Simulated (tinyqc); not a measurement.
Effective-mass impurity with a central-cell term, in a basis of Slater functions: one step, computed by the program tinyqc.

The envelope obeys H = -nabla^2 - (2/r) [Z + A exp(-kappa r)] in effective units, with kappa = a*/lambda; positive A deepens the well near the core.

Question. Matrices over the s basis. zeta_i = zeta_1 beta^(i-1), i = 1..n. For s functions exp(-zeta r), with s = zeta_i + zeta_j: S = 2/s^3, T = zeta_i zeta_j S, V = -2 Z/s^2, W = -2 A/(s + kappa)^2; each function is normalised by dividing by sqrt(S_ii S_jj).

Inputs (values chosen for the exercise, with screening close to that of diamond):

| quantity | value | unit |
|---|---|---|
| charge Z of the core | 1 | - |
| central-cell strength A | 5.3 | - |
| basis size n | 2 | - |
| smallest exponent zeta_1 | 0.52 | 1/a* |
| ratio beta of exponents | 2.4 | - |

Impurity: acceptor, one isotropic band.

kappa = 10.68292 1/a*

Give: exponents; overlap S; kinetic T; Coulomb V; central cell W.

Answer.

exponents (1/a*): 0.52  1.248

overlap S:
```
       1      2
1  1.000  0.757
2  0.757  1.000
```

kinetic T (Ry*):
```
        1         2
1  0.2704    0.4911
2  0.4911  1.557504
```

Coulomb V (Ry*):
```
        1       2
1   -1.04  -1.338
2  -1.338  -2.496
```

central cell W (Ry*):
```
          1        2
1  -0.04338  -0.1430
2   -0.1430  -0.4745
```
